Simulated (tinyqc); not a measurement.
Coherent transport through a tight-binding region between two chains, step by step. Computed by tinyqc, a small Python program that keeps every step. Settings: temperature = 4, mu = -0.4. Command: `OMP_NUM_THREADS=1 python tinyqc.py 25252 25253 out.jsonl` (the two numbers bound the seeds that draw the settings). One thread of a shared host (Intel(R) Xeon(R) Processor @ 2.60GHz), about 0.06 s of CPU time with the checks.

## Transmission at E = 0.65 eV

H of the central region (eV):
$$\begin{pmatrix}
0.00000 & -0.64000 & 0.00000 & -0.64000 \\
-0.64000 & 1.02000 & -0.64000 & 0.00000 \\
0.00000 & -0.64000 & 1.02000 & -0.64000 \\
-0.64000 & 0.00000 & -0.64000 & 0.00000
\end{pmatrix}$$

Leads: semi-infinite chains with site energy 0:
```
parameter                           value
lead hopping t (eV)              2.870000
coupling to the left lead (eV)   0.620000
coupling to the right lead (eV)  0.830000
left contact site                       1
right contact site                      2
```

E = 0.65000 eV

Surface Green function g = (E - i sqrt(4 t^2 - E^2)) / (2 t^2); self-energy tc^2 g on each contact site; G = (E - H - Sigma)^(-1); Gamma = -2 Im Sigma; T = Gamma_L Gamma_R |G_LR|^2; local density of states -Im G_ii / pi.

g = 0.03946-0.34619i 1/eV

G (1/eV):
$$\begin{pmatrix}
1.35825-1.28129i & 1.19894+1.41053i & -0.08857+1.70989i & -1.25015-0.42200i \\
1.19894+1.41053i & -1.24142-3.06709i & -1.54978-2.85135i & 0.34545+1.41865i \\
-0.08857+1.70989i & -1.54978-2.85135i & -1.93575-2.90191i & 1.99318+1.17368i \\
-1.25015-0.42200i & 0.34545+1.41865i & 1.99318+1.17368i & 0.80686-0.74012i
\end{pmatrix}$$

local density of states (1/eV): [0.40785, 0.97628, 0.92371, 0.23559]

transmission = 0.43506

## Transmission across the band

The same steps on a grid of energies.

T(E):
```
E (eV)             T
-5.4530000  5.12e-06
-4.9077000  2.12e-05
-4.3624000   0.00005
-3.8171000   0.00012
-3.2718000   0.00026
-2.7265000   0.00063
-2.1812000   0.00180
-1.6359000   0.00789
-1.0906000   0.20125
-0.5453000   0.03100
0.0000000          0
0.5453000    0.41369
1.0906000    0.00108
1.6359000    0.03901
2.1812000    0.09912
2.7265000    0.00589
3.2718000    0.00133
3.8171000    0.00043
4.3624000    0.00016
4.9077000    0.00005
5.4530000   1.19e-05
```

levels of the isolated region (eV): [-0.94835, 0.33165, 0.68835, 1.96835]

## Current

I = (2e/h) int T(E) [f(E - mu - V/2) - f(E - mu + V/2)] dE at 4 K with mu = -0.4 eV, the bias not changing H; 2e^2/h = 77.48092 microsiemens; the integral runs over the band on 4001 points.

Current:
```
V (volt)  I (microampere)
0.01000           0.01310
0.05000           0.06191
0.10000           0.12213
0.20000           0.25224
0.40000           0.55921
0.80000           1.92423
```
